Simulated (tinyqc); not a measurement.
Thermal stress and diffusional relaxation in a metal film: Coble and Nabarro-Herring creep, cooling and holds: one step, computed by the program tinyqc. Command: `OMP_NUM_THREADS=1 python tinyqc.py 3003952 3003953 out.jsonl creep walk`. One thread of a shared host (Intel(R) Xeon(R) Processor @ 2.30GHz), about 0.01 s of CPU time with the checks.

A thin film on a rigid substrate is stress-free at T0. Tension is positive and the film creeps linearly: d sigma/dt = -M (mismatch) dT/dt - sigma/tau.

Task: Creep at the hold temperature. Creep rate per stress: Nabarro-Herring 14 D Omega/(k_B T d^2), Coble (14 pi) delta D_b Omega/(k_B T d^3), with D = D0 exp(-E/(k_B T)), delta D_b = (delta D_b)0 exp(-E_b/(k_B T)); 1/tau = M x (sum of both)/2 (biaxial strain rate is half the uniaxial one). Temperatures in kelvin are T(C) + 273.15. sigma(t) = sigma_0 exp(-t/tau), relaxed part sigma_0 - sigma(t); the grain size where both mechanisms are equal is pi delta D_b/D.

Inputs (values chosen for the exercise, modelled on copper films on silicon):

| quantity | value | unit |
|---|---|---|
| biaxial modulus M | 183 | GPa |
| atomic volume Omega | 11.8 | angstrom^3 |
| lattice prefactor D0 | 1.4e-05 | m^2/s |
| lattice energy E | 2.01 | eV |
| boundary prefactor (delta D_b)0 | 6.7e-15 | m^3/s |
| boundary energy E_b | 1.11 | eV |
| grain size d | 0.65 | um |
| stress-free temperature T0 | 300 | C |
| hold temperature T | 180 | C |
| hold time t | 0.36 | h |
| yield stress | 230 | MPa |

stress after a quench sigma_0 = 303.048 MPa

Constants: k_B = 1.380649e-23 J/K; k_B = 8.617333262e-05 eV/K.

Give: Nabarro-Herring rate; Coble rate; relaxation time tau; stress after the hold; stress relaxed during the hold; crossover grain size.

Result:

Nabarro-Herring rate = 3.868e-23 1/(Pa s)

Coble rate = 9.144e-16 1/(Pa s)

relaxation time tau = 3.320 h

stress after the hold = 271.9 MPa

stress relaxed during the hold = 31.14 MPa

crossover grain size = 1.537e+07 um

Coble creep is 2.4e7 times as fast as Nabarro-Herring creep at this grain size. The crossover size is formal, far above any film grain. Caution: the elastic stress exceeds the yield stress, so dislocation glide would cap it first. Caution: bulk creep laws overstate relaxation in a bonded film, where the substrate constrains boundary diffusion, and dislocation glide is left out.
